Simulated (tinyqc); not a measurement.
Bias-temperature instability from a Gaussian distribution of capture and emission barriers: one step, computed by the program tinyqc. Command: `OMP_NUM_THREADS=1 python tinyqc.py 3016796 3016797 out.jsonl bti walk`. One thread of a shared host (Intel(R) Xeon(R) Processor @ 2.30GHz), about 0.01 s of CPU time with the checks.

Each trap has a capture time tau_0 exp(E_c/(k_B T)) under stress and an emission time tau_0 exp(E_e/(k_B T)) after it. E_c is Gaussian, and E_e = E_c + d with d Gaussian and independent. A trap counts as filled once t_s exceeds its capture time and as emptied once t_r exceeds its emission time.

Task: Recovery. Demarcation energies E_s = k_B T ln(t_s/tau_0), E_r = k_B T ln(t_r/tau_0); mean barrier mu = mu_c - k_F F; z = (E_s - mu)/sigma_c; Phi is the standard normal distribution. Temperatures in kelvin are T(C) + 273.15. Remaining shift dV = V_max int_(-infinity)^(E_s) g(E_c) [1 - Phi((E_r - E_c - delta)/sigma_d)] dE_c, g the Gaussian density of E_c (Gauss-Legendre, 120 points over 7 sigma_c below E_s).

Inputs (values chosen for the exercise, for a model p-channel transistor):
```
quantity                                      value  unit
shift with all traps filled V_max               270    mV
spread of capture barriers sigma_c             0.36    eV
mean of E_e - E_c at the stress field, delta  0.052    eV
spread of E_e - E_c, sigma_d                   0.17    eV
time constant tau_0                           4e-09     s
temperature T                                   150     C
stress time t_s                                1000     s
recovery time t_r                               0.5     s
```

mean barrier mu = 1.5848 eV

shift without recovery dV0 = 10.95871 mV

Constants: k_B = 8.617333262e-05 eV/K.

Give: E_r; remaining shift dV; remaining share dV/dV0.

Result:

E_r = 0.6798 eV

remaining shift dV = 8.917 mV

remaining share dV/dV0 = 0.8137

A measurement delay of t_r hides 19 % of the shift.
